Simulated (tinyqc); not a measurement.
p-n heterojunction, non-linear Poisson equation by Newton steps, Fermi-Dirac statistics: one step of the calculation.

One dimension, material 1 (p-type) at x < 0 and material 2 (n-type) at x > 0. Band edges: Ec = -psi in material 1 and -psi + dEc in material 2, Ev = Ec - Eg. Flat quasi-Fermi levels: 0 for holes, +V for electrons. n = Nc F((EFn - Ec)/Vt), p = Nv F((Ev - EFp)/Vt), with F(eta) = F_1/2(eta) = (2/sqrt(pi)) int_0^infinity sqrt(u) du/(1 + exp(u - eta)) (Fermi-Dirac statistics); full ionisation, no interface charge, classical densities; the doping types are chosen for the exercise.

Task. Offsets and end potentials. dEv = Ev1 - Ev2 = Eg2 - Eg1 - dEc. Neutrality of the majority carriers far from the junction: Nv1 F((-psi_L - Eg1)/Vt) = N1 and Nc2 F((V + psi_R - dEc)/Vt) = N2. Total bending psi_R - psi_L.

Values chosen for this exercise; band and dielectric values those of a made-up pair:
- T = 300 K (temperature)
- Eg1 = 1.75 eV (band gap of material 1)
- Nv1 = 9.15e18 cm^-3 (valence-band density of states of material 1)
- Eg2 = 0.75 eV (band gap of material 2)
- Nc2 = 2.47e17 cm^-3 (conduction-band density of states of material 2)
- dEc = -0.58 eV (conduction-band offset Ec2 - Ec1)
- N1 = 1.3e18 cm^-3 (acceptor density of material 1)
- N2 = 1.3e16 cm^-3 (donor density of material 2)
- V = 0.35 V (bias of side 1 against side 2)

Constants: q = 1.602176634e-19 C, kB = 1.380649e-23 J/K, Vt = kB T/q. Results are converted to the units shown.

Wanted: dEv; psi_L; psi_R; psi_R - psi_L.

Result.

dEv = -0.4200 eV
psi_L = -1.701 V
psi_R = -1.006 V
psi_R - psi_L = 0.6952 V

The alignment is straddling (type I): dEc and dEv have the same sign.

Computed by the program tinyqc: `OMP_NUM_THREADS=1 python tinyqc.py 2040128 2040129 out.jsonl`, one thread of a shared Intel Xeon 2.30GHz, about 0.2 s for the whole run.
